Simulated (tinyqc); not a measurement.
Transient enhanced diffusion after implantation: plus-n interstitials, dissolving clusters and loss to the surface: one step, computed by the program tinyqc.

The implant leaves n Q interstitials in clusters at depth R_p. While clusters last they hold the free interstitials at a supersaturation S = C_I/C_I*; interstitials drain to the surface, and the part f_I of the dopant diffusion that uses interstitials speeds up in proportion to S.

Question. Duration and total effect at this temperature. The clusters last tau = n Q/J. If they dissolve fully at this T, the extra budget is (D/D* - 1) D* tau.

Inputs (values chosen for the exercise, modelled on arsenic in silicon): implant dose Q = 1.2e+13 1/cm^2; interstitials kept per ion n = 1; anneal (peak) temperature T = 825 C.

Anneal: spike.

flux J = 3.549864e+11 1/(cm^2 s)

enhancement D/D* = 235.1150

equilibrium diffusivity D* = 5.227911e-18 cm^2/s

Give: duration tau; extra budget if complete.

Answer.

duration tau = 33.80 s

extra budget if complete = 4.137e-14 cm^2
